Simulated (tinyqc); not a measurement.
Koster-Slater impurity in a tight-binding band, by Green functions and by supercells: one step, computed by the program tinyqc. Command: `OMP_NUM_THREADS=1 python tinyqc.py 3004324 3004325 out.jsonl kosterslater walk`. One thread of a shared host (Intel(R) Xeon(R) Processor @ 2.30GHz), about 0.03 s of CPU time with the checks.

One orbital per site, e(k) = -2 t sum cos(k_i) over 2 direction(s), band from -4 t to 4 t, lattice constant 1. One site has the extra energy U. Spin is left out.

Question. The level in the supercell. In a periodic cell of N sites along each direction with Bloch vector K, the level solves 1/U = N^-d sum_k 1/(E - e(k)), k_i = (2 pi m_i + K_i)/N, m_i = 0..N-1; the outermost root on the side of U is taken (bisection). d is the number of directions. Gamma means K_i = 0, the zone corner K_i = pi, the quarter point K_i = pi/2. The error is measured against the isolated level E_b.

Inputs (values chosen for the exercise, for a model band): hopping t = 1.1 eV; impurity potential U = -5.17 eV; supercell edge N = 4 sites.

Lattice: square.

level E_b = -6.140451 eV

Give: level at Gamma; level at the corner; level at the quarter point; error at Gamma; width between Gamma and the corner.

Answer.

level at Gamma = -6.199 eV

level at the corner = -6.085 eV

level at the quarter point = -6.140 eV

error at Gamma = -0.05833 eV

width between Gamma and the corner = 0.1138 eV

Images turn the level into a band 0.114 eV wide; the quarter point misses the isolated level by 3.4e-4 eV, far less than Gamma, because the leading hopping between images averages out there.
